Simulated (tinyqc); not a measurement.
Worked calculation: MP2 on RHF in the sto-3g basis, frozen core, for BeH+, spin multiplicity 1. One step of it, computed by the program tinyqc.

Problem. Second-order Moller-Plesset energy. E2 = sum_ijab (ia|jb) [2 (ia|jb) - (ib|ja)] / (e_i + e_j - e_a - e_b) over occupied i, j and virtual a, b; the opposite-spin part is (ia|jb)^2 / denominator, the rest is same-spin, and SCS-MP2 scales them by 6/5 and 1/3.

orbital energies (hartree): MO1 -5.009818, MO2 -0.699067, MO3 -0.258817, MO4 -0.135484, MO5 -0.135484, MO6 0.231195

Two-electron integrals over orbitals (pq|rs), unique and non-zero (hartree); the lowest 1 orbital is frozen and left out:
```
(22|22) 0.500805    (32|22) -0.067772   (32|32) 0.043650    (33|22) 0.320919
(33|32) 0.032265    (33|33) 0.454542    (42|42) 0.043588    (43|42) 0.032195
(43|43) 0.050872    (44|22) 0.359546    (44|32) 0.026103    (44|33) 0.394384
(44|44) 0.449859    (52|52) 0.043588    (53|52) 0.032195    (53|53) 0.050872
(54|54) 0.024249    (55|22) 0.359546    (55|32) 0.026103    (55|33) 0.394384
(55|44) 0.401360    (55|55) 0.449859    (62|22) 0.042963    (62|32) -0.049579
(62|33) -0.023463   (62|44) -0.062262   (62|55) -0.062262   (62|62) 0.121492
(63|22) -0.056172   (63|32) 0.038140    (63|33) 0.056357    (63|44) 0.023997
(63|55) 0.023997    (63|62) -0.052406   (63|63) 0.055081    (64|42) -0.028498
(64|43) -0.012114   (64|64) 0.024820    (65|52) -0.028498   (65|53) -0.012114
(65|65) 0.024820    (66|22) 0.502347    (66|32) -0.068876   (66|33) 0.348649
(66|44) 0.363365    (66|55) 0.363365    (66|62) 0.073348    (66|63) -0.058478
(66|66) 0.541855
```

Hartree-Fock energy = -14.65080142 hartree

Give: Terms; Pair energies; MP2 correlation energy; SCS-MP2 correlation energy; MP2 total energy.

Solution.

Terms:
```
i  j  a  b  (ia|jb)  (ib|ja)  denominator       term
2  2  6  6    0.121    0.121       -1.861     -0.008
2  2  3  3    0.044    0.044       -0.880  -2.16e-03
2  2  6  3   -0.050   -0.050       -1.371  -1.79e-03
2  2  3  6   -0.050   -0.050       -1.371  -1.79e-03
2  2  5  5    0.044    0.044       -1.127  -1.69e-03
2  2  4  4    0.044    0.044       -1.127  -1.69e-03
```

Pair energies (hartree; pair i-j sums ij and ji):
```
pair  opposite spin  same spin
2-2          -0.017          0
```

MP2 correlation energy = -0.01706 hartree

SCS-MP2 correlation energy = -0.02047 hartree

MP2 total energy = -14.66786 hartree
